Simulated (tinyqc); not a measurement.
Slope factor and drain-induced lowering from three currents.

Inverse problem. With source and body at 0 V, I = A exp((Vg + dd Vd)/(nf Vt)) (1 - exp(-Vd/Vt)). Find nf, the swing nf Vt ln 10 and dd.

Values chosen for this exercise:
```
symbol  value  unit      meaning
T         358     K  temperature
```

Constants: q = 1.602176634e-19 C, kB = 1.380649e-23 J/K, Vt = kB T/q. Results are converted to the units shown.

currents at (Vg, Vd) = (0, 0.05), (0, 0.9) and (0.11, 0.9) V (nA/um): 0.086601173  0.78255043  8.0468673

Solution. The pair at equal Vd gives nf; the pair at equal Vg, after dividing out the factors 1 - exp(-Vd/Vt), gives dd.

nf = 1.530
swing = 108.7 mV/decade
dd = 0.1100

Numbers from tinyqc (`OMP_NUM_THREADS=1 python tinyqc.py 2242002 2242003 out.jsonl`; about 0.03 s on one thread of a shared Intel Xeon 2.30GHz).
